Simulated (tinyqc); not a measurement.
Bandgap voltage reference from two bipolar transistors: one step of the calculation.

Two transistors of area 1 and N carry the same current I. Is(T) = Is (T/T0)^eta exp[(Vg0 q/kB)(1/T0 - 1/T)], VBE1 = Vt ln(I/Is(T)) + I rb, VBE2 = Vt ln(I/(N Is(T))) + I rb/N. The amplifier forces I R1(T) = VBE1 - VBE2 + Vos, with R(T) = R (1 + tc (T - T0)) for both resistors, and the output is Vref = VBE1 + I R2(T). Base currents and the Early effect are neglected.

Problem. Operating point at another temperature. Vt = kB T/q; I = (Vt ln N + Vos)/(R1(T) - rb (1 - 1/N)).

Inputs (values chosen for the exercise); values of the order met in silicon bipolar transistors: reference temperature T0 = 300 K; band-gap voltage extrapolated to 0 K Vg0 = 1.166 V; temperature exponent of the saturation current eta = 3.2; saturation current of the unit transistor at T0 Is = 2.2e-16 A; area ratio of the second transistor N = 8; resistor across which the difference of VBE falls, at T0 R1 = 7.3 kohm; temperature coefficient of both resistors tc = 1400 ppm/K; offset of the amplifier Vos = 0 mV; series resistance of the unit transistor rb = 17 ohm; output resistor at T0 R2 = 79.88 kohm; temperature T = 398 K.

Constants: q = 1.602176634e-19 C, kB = 1.380649e-23 J/K. Results are converted to the units shown.

Wanted: Vt; I; Is(T); VBE1; I R2; Vref.

Solution.

Vt = 0.03430 V
I = 8.606 uA
Is(T) = 3.618e-11 A
VBE1 = 0.4247 V
I R2 = 0.7818 V
Vref = 1.207 V

From T0 to T, VBE1 changes by -202 mV and I R2 by 192 mV, which leaves -9.59 mV in Vref.

Program tinyqc, `OMP_NUM_THREADS=1 python tinyqc.py 2062007 2062008 out.jsonl`; Intel Xeon 2.30GHz, shared host, one thread, about 0.03 s.
